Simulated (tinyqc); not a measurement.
# Input admittance of a MOSFET at zero drain bias: distributed channel and distributed gate: effects of single changes

Source and drain grounded, strong inversion, w = 2 pi f, Cox = eps0 eox/tox. The channel is an RC line of resistance 1/(mu Cox Vo) per square fed from both ends, so one finger has the intrinsic admittance y = i w Cox L tanh(g)/g per width, g = (1/2) sqrt(i w tau), tau = L^2/(mu Vo). The vertical resistance rv/L is in series with y, the overlaps 2 i w Cov in parallel: y_t = 1/(1/y + rv/L) + 2 i w Cov. The gate strip is a line of Rsh/L per length loaded by y_t, so a finger has Y = y_t Wf tanh(k)/k, k = (Wf/sd) sqrt(y_t Rsh/L); the device has Nf Y.

Inputs (values chosen for the exercise); values of the order met in silicon radio-frequency transistors: relative permittivity of the gate insulator (close to hafnium oxide) eox = 21.7; insulator thickness tox = 10 nm; channel length L = 0.06 um; finger width Wf = 7.5 um; number of fingers Nf = 16; channel mobility mu = 170 cm^2/(V s); gate overdrive Vo = 0.21 V; sheet resistance of the gate Rsh = 14 ohm/square; vertical resistivity of the gate stack rv = 1.1 ohm um^2; number of ends at which a finger is contacted sd = 2; overlap and fringe capacitance on each side Cov = 0.35 fF/um; frequency f = 35 GHz.

Constants: eps0 = 8.8541878128e-14 F/cm where lengths are in cm. Results are converted to the units shown.

Each table varies one quantity; the others keep the values above.

## Input impedance against frequency

Low-frequency limits, with c = Cox L and ct = c + 2 Cov: R_strip = Rsh Wf/(3 sd^2 L Nf), R_ch = (c/ct)^2 L/(12 mu Cox Vo Wf Nf), R_vert = (c/ct)^2 rv/(L Wf Nf), C = ct Wf Nf. Z = 1/(Nf Y) = R + 1/(i w C), Q = |Im Z|/R, far-point signal |1/cosh k|.

The same in every row: low-frequency R (ohm) = 9.4089.

Input impedance against frequency:
```
f (GHz)      w tau      |k|  R (ohm)  C (fF)        Q  signal at the far point
0.3      0.0019008  0.10705   9.4089  222.34   253.60                  0.99999
0.8      0.0050688  0.17481   9.4088  222.33   95.102                  0.99992
2         0.012672  0.27640   9.4085  222.31   38.046                  0.99948
4         0.025344  0.39089   9.4074  222.22   19.033                  0.99794
10        0.063360  0.61805   9.3995  221.62   7.6403                  0.98729
20         0.12672  0.87402   9.3716  219.50   3.8685                  0.95182
60         0.38016   1.5133   9.0912  200.22   1.4572                  0.71575
100        0.63360   1.9523   8.6132  173.90   1.0626                  0.51684
300         1.9008   3.3526   6.1500  99.832  0.86407                  0.16305
```

R falls from 9.41 to 6.15 ohm and C falls from 222 to 99.8 fF. Q goes as f^(-1.00) between the first two rows and f^(-0.19) between the last two, where w tau = 1.90 and |k| = 3.35. The low-frequency limits hold both R and C within 5 % up to f = 20 GHz among the rows.

## Effect of the channel length

Same model as above.

Effect of the channel length:
```
L (um)     w tau      |k|  R (ohm)  low-frequency R (ohm)  C (fF)       Q  signal at the far point
0.03    0.055440   1.3572   17.965                 18.353  142.75  1.7731                  0.79589
0.058    0.20722   1.1636   9.5914                 9.7100  209.34  2.2648                  0.86832
0.11     0.74536   1.0509   5.5910                 5.6471  328.43  2.4764                  0.89022
0.22      2.9814  0.96522   4.0985                 4.1559  570.13  1.9460                  0.86076
0.42      10.866  0.79671   4.6337                 4.9210  874.96  1.1216                  0.83352
0.8       39.424  0.54203   5.2548                 8.1032  861.67  1.0043                  0.90759
1.6       157.70  0.38269   4.8189                 15.833  844.60  1.1173                  0.95398
3         554.40  0.27948   4.6604                 29.833  844.84  1.1549                  0.97525
```

What does the table show?

As L goes from 0.03 to 3, R moves up and down between 4.10 and 18.0 ohm, C moves up and down between 143 and 875 fF and Q moves up and down between 1.00 and 2.48.

Program tinyqc, `OMP_NUM_THREADS=1 python tinyqc.py 2262067 2262068 out.jsonl`; Intel Xeon 2.30GHz, shared host, one thread, about 0.01 s.
